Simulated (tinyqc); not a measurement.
# Undoped gate-all-around wire MOSFET, analytic charge model, step by step

Computed by the program tinyqc: `OMP_NUM_THREADS=1 python tinyqc.py 2460171 2460172 out.jsonl`, one thread of a shared Intel Xeon 2.30GHz, about 0.03 s for the whole run. Printed values are rounded.

An undoped round wire of radius R under an insulator shell and a surrounding gate; long channel, electrons only, n = ni exp((psi - V)/Vt) with V the quasi-Fermi potential (0 at the source, Vd at the drain), constant mobility, no quantisation. The radial Poisson equation gives n(r) = n(0)/(1 - (1 - b) r^2/R^2)^2 with b = Q0/(Q + Q0). Q is the electron charge per area of the wire surface.

Inputs (values chosen for the exercise); material values those of a made-up semiconductor:
- T = 400 K (temperature)
- Eg = 0.797 eV (band gap)
- eps_r = 17.2 (relative permittivity of the semiconductor)
- Nc = 4.06e17 cm^-3 (conduction-band density of states at T)
- Nv = 1.35e19 cm^-3 (valence-band density of states at T)
- eox = 9.44 (relative permittivity of the gate insulator)
- tox = 5 nm (insulator thickness)
- R = 4 nm (wire radius)
- dphi = -0.14 V (gate work function less that of the intrinsic body)
- mu = 490 cm^2/(V s) (channel mobility)
- L = 2 um (gate length)
- Vg = 0.32 V (gate voltage)
- Vd = 0.05 V (drain voltage)

Constants: q = 1.602176634e-19 C, kB = 1.380649e-23 J/K, Vt = kB T/q, eps0 = 8.8541878128e-14 F/cm where lengths are in cm. Results are converted to the units shown.

Range of the model: In a wire this thin, quantum confinement raises the threshold; it is left out. The surface density at the source passes 0.3 Nc, where Boltzmann statistics fail.

## Constants of the wire

ni = sqrt(Nc Nv) exp(-Eg/(2 Vt)), Eg in volts; Cox = eps0 eox/(R ln(1 + tox/R)); Q0 = 4 eps0 eps_r Vt/R; V0 = dphi + Vt ln[8 eps0 eps_r Vt/(q ni R^2)].

ni = 2.231264e13 cm^-3
Cox = 2.576779 uF/cm^2
Q0 = 524.9405 nC/cm^2
V0 = 0.3255617 V

## Iteration 1: charge at the source by Newton steps in y = ln(Q/Q0)

y at the start = 1

With V = 0 and Q = Q0 exp(y): f = Q/Cox + Vt y + Vt ln(1 + Q/Q0) - (Vg - V0); df/dy = Q/Cox + Vt (1 + Q/(Q + Q0)); y(new) = y - f/(df/dy).

Q = 1426.936 nC/cm^2
f = 0.6390655 V
df/dy = 0.6134357 V
y after iteration 1 = -0.04178077

## Iteration 2: charge at the source by Newton steps in y = ln(Q/Q0)

As before.

Q = 503.4599 nC/cm^2
f = 0.2226847 V
df/dy = 0.2467274 V
y after iteration 2 = -0.9443342

## Course of the iteration: charge at the source by Newton steps in y = ln(Q/Q0)

Stop when y changes by less than 1e-11, or after 60 iterations.

Course of the iteration:
```
iteration            y  |change|
1          -0.04178077      1.04
2           -0.9443342     0.903
3            -1.459672     0.515
4            -1.570379     0.111
5            -1.574138   3.76e-3
6            -1.574142   4.04e-6
7            -1.574142  4.66e-12
```

Converged in 7 iterations. At the end the number of correct digits about doubles with each step.

## Drain current and line charge

Qs = 108.7599 nC/cm^2
Qd = 52.62967 nC/cm^2

Q solves Vg - V0 - V = Q/Cox + Vt ln(Q/Q0) + Vt ln(1 + Q/Q0). I = mu (2 pi R/L)[2 Vt (Qs - Qd) + (Qs^2 - Qd^2)/(2 Cox) + Vt Q0 ln((Qd + Q0)/(Qs + Q0))], with Qs at V = 0 and Qd at V = Vd. Electrons per length at the source: 2 pi R Qs/q; surface over centre density: (1 + Qs/Q0)^2.

first term = 0.02382680 uA
second term = 0.01082358 uA
third term = -0.01033346 uA
I = 0.02431692 uA
electrons per length = 0.1706076 1/nm
surface over centre density = 1.457296

The square-law term makes up 44.5 % of the current.
